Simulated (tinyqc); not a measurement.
Out-diffusion of a doped substrate or buried layer into a growing epitaxial film: one step, computed by the program tinyqc.

x is counted from the original substrate surface into the film, whose surface moves as x = v t. Substrate dopant has one diffusivity; the dopant of the film is taken as uniform.

Problem. Scales. D = D0 exp(-E/(k_B T)); growth time t = d/v; l = 2 sqrt(D t); growth number G = v t/l = d/l; 1 um = 1e-4 cm. Temperatures in kelvin are T(C) + 273.15.

Inputs (values chosen for the exercise, modelled on arsenic in silicon):
```
quantity              value    unit
prefactor D0            8.8  cm^2/s
activation energy E    3.98      eV
growth rate v          0.47  um/min
film thickness d       0.41      um
growth temperature T    950       C
```

Film doping: same type as the substrate.

Constants: k_B = 8.617333262e-05 eV/K.

Give: diffusivity D; growth time t; length l; growth number G.

Solution.

diffusivity D = 3.5122e-16 cm^2/s

growth time t = 0.87234 min

length l = 0.0027117 um

growth number G = 151.20

The surface outruns diffusion, so the film acts as an infinite medium.
